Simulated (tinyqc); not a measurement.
# Delay unit and parasitic delay from two ring oscillators

Question. A ring of 51 inverters oscillates at 1/(2 x 51 d), with stage delay d = tau (h + p) for fan-out h. Find tau, p and the delay at fan-out 4.

frequencies of 51-stage ring oscillators with fan-out 1 and 4 (GHz): 0.46770865  0.21892745

Answer. d is a straight line in h with slope tau and intercept tau p.

tau = 7.940 ps
p = 1.640
delay at fan-out 4 = 44.78 ps

Computed by the program tinyqc: `OMP_NUM_THREADS=1 python tinyqc.py 2082154 2082155 out.jsonl`, one thread of a shared Intel Xeon 2.30GHz, about 0.01 s for the whole run.
